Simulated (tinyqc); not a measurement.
Quasiparticle equation with a plasmon-pole self-energy for two band edges: sweeps and comparisons. A value that a table varies takes the place of the one given here.

For each edge E = e + X + Sc(E), with the correlation part Sc(E) = A[0]/(E - a + w) + A[1]/(E - b - w); a and b are the valence and conduction energies that enter the Green function (a = ev, b = ec in the one-shot scheme). Z = 1/(1 - dSc/dE), dSc/dE = -A[0]/(E - a + w)^2 - A[1]/(E - b - w)^2.

Parameters, chosen for this exercise (scales of the order of those of diamond; not measured data): ev = 0 eV (mean-field valence top); ec = 4.1 eV (mean-field conduction edge); w = 25.7 eV (pole energy); Av = (134.3, 59.4) eV^2 (weights of the valence state on the hole and electron poles); Ac = (70.5, 149.7) eV^2 (the same for the conduction state); Xv = -4.46 eV (exchange minus the mean-field potential, valence); Xc = 4.01 eV (the same, conduction).

## Schemes compared

Z = 1; linearised; exact one-shot; energies updated in G (a, b); updated in G and W, where w grows by half of the opening of the gap (a rule chosen for the exercise).

Results (eV):

| scheme | Ev | Ec | gap | opening |
|---|---|---|---|---|
| mean field | 0.000 | 4.100 | 4.100 | 0.000 |
| Z = 1 | -1.228 | 4.651 | 5.878 | 1.778 |
| linearised | -0.966 | 4.522 | 5.488 | 1.388 |
| one-shot, exact | -0.962 | 4.521 | 5.483 | 1.383 |
| update G | -1.128 | 4.533 | 5.661 | 1.561 |
| update G and W | -1.239 | 4.651 | 5.890 | 1.790 |

What does this show?

The openings run from 1.383 (one-shot, exact) to 1.790 eV (update G and W). Linearising moves the gap by 5 meV, updating G +178 meV and updating W a further +229 meV: once Z is kept, the level of self-consistency matters more than linearising.

## The starting point

The mean-field gap is opened by d (ev lowered by d/2, ec raised by d/2) and X is changed by the opposite amounts, so that e + X stays; one-shot and G-updated gaps.

Gaps (eV):

| d | start | one-shot | update G |
|---|---|---|---|
| 0.0 | 4.100 | 5.4830 | 5.6614 |
| 0.2 | 4.300 | 5.5071 | 5.6614 |
| 0.4 | 4.500 | 5.5311 | 5.6614 |
| 0.6 | 4.700 | 5.5550 | 5.6614 |
| 0.9 | 5.000 | 5.5906 | 5.6614 |
| 1.2 | 5.300 | 5.6259 | 5.6614 |
| 1.6 | 5.700 | 5.6725 | 5.6614 |

How do the results move?

The one-shot gap moves by a fraction 0.12 of any change of the starting gap, while the updated gap, 5.6614 eV, does not depend on it. The two agree where the start already equals the result, near d = 1.56 eV. A real change of starting point alters the orbitals and the screening too; this model holds both fixed.

## What each parameter does

Exact one-shot edges and Z of the valence state there. Each row changes one parameter from the base and keeps the others.

Results:

| case | Ev (eV) | Ec (eV) | gap (eV) | Z |
|---|---|---|---|---|
| base | -0.9620 | 4.5209 | 5.4830 | 0.7799 |
| w = 26.98 eV | -1.1131 | 4.6694 | 5.7825 | 0.7949 |
| Xv = -4.56 eV | -1.0400 | 4.5209 | 5.5609 | 0.7792 |
| Xc = 4.11 eV | -0.9620 | 4.5971 | 5.5592 | 0.7799 |
| ec = 4.2 eV | -0.9572 | 4.6151 | 5.5722 | 0.7802 |
| Av = (141.02, 59.4) eV^2 | -0.7517 | 4.5209 | 5.2727 | 0.7751 |
| Ac = (70.5, 157.18) eV^2 | -0.9620 | 4.2970 | 5.2591 | 0.7799 |

How do the results move?

The largest shifts from the base row, up to three for each result and ties (the steps differ in size, so this ranks the rows, not the parameters). Ev (eV): Av +0.2103, w -0.1511, Xv -0.0780; unchanged at the printed digits by Xc and Ac. Ec (eV): Ac -0.2239, w +0.1484, ec +0.0941; unchanged at the printed digits by Xv and Av. gap (eV): w +0.2995, Ac -0.2239, Av -0.2103. Z: w +0.0150, Av -0.0048, Xv -0.0007; unchanged at the printed digits by Xc and Ac.

tinyqc: `OMP_NUM_THREADS=1 python tinyqc.py 1850072 1850073 out.jsonl`; about 0.02 s, one thread, shared Intel(R) Xeon(R) Processor @ 2.30GHz.
